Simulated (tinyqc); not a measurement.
Chemical-mechanical planarisation: Preston law, pattern density and step-height reduction: one step, computed by the program tinyqc.

A row of 12 cells, repeated periodically, holds raised features that cover a share rho of each cell.

Problem. Effective density. The stiff pad averages the density: rho_eff(i) = sum_j w_ij rho_j / sum_j w_ij, w = exp(-2 d^2/L^2), L the planarisation length and d the distance between cell centres, summed over all periodic images of cell j.

Inputs (values chosen for the exercise, close to those used for oxide polishing): cell size = 2.3 mm; planarisation length = 3.3 mm.

local pattern densities, cell by cell: [0.1, 0.9, 0.7, 0.9, 0.1, 0.2, 0.25, 0.3, 0.3, 0.1, 0.5, 0.8]

Give: normalised weights (images included) for cells 0, 1, 2, ... apart; effective densities.

Solution.

normalised weights (images included) for cells 0, 1, 2, ... apart: [0.5561, 0.2105, 0.0114, 0.0001, 0.0000, 0.0000, 0.0000]

effective densities: [0.4272, 0.6883, 0.7705, 0.6814, 0.2981, 0.1987, 0.2489, 0.2861, 0.2597, 0.2366, 0.4721, 0.5826]

Local densities span 0.1 to 0.9, effective ones 0.199 to 0.770.
